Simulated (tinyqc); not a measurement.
From results back to parameters: one-oscillator model of a band gap. Two cases, with inputs chosen for the exercise.

Problem. A gap follows E(T) = E0 - s1 t1/(exp(t1/T) - 1) with the zero-point term ZP = s1 t1/2, which scales as M^(-1/2). The shift of E0 on going from M to M + dM and the limiting slope at high T are given.

Case 1.

Values chosen (out of a larger set: near those of Si; not measured data): M = 28.05 u (mean atomic mass); dM = 1.8 u (change of the mean mass (not bounded by the natural isotopes)).

shift of E0 = 1.273803 meV
limiting slope s1 = 0.294 meV/K

Case 2.

Values chosen (out of a larger set: near those of AlN; not measured data): M = 20.5 u (mean atomic mass); dM = -1.44 u (change of the mean mass (not bounded by the natural isotopes)).

shift of E0 = -9.798718 meV
limiting slope s1 = 0.738 meV/K

Find: sqrt(M/(M + dM)); ZP; t1.

Solution. The shift is ZP (1 - sqrt(M/(M + dM))); then t1 = 2 ZP/s1.

Case 1.

sqrt(M/(M + dM)) = 0.969380
ZP = 41.60 meV
t1 = 283 K

Case 2.

sqrt(M/(M + dM)) = 1.037088
ZP = 264.20 meV
t1 = 716 K

Computed by tinyqc, one run a case: `OMP_NUM_THREADS=1 python tinyqc.py N N+1 out.jsonl` with N = 1880317, 1880319; one thread of a shared Intel(R) Xeon(R) Processor @ 2.30GHz, about 0.01 s a run at most.
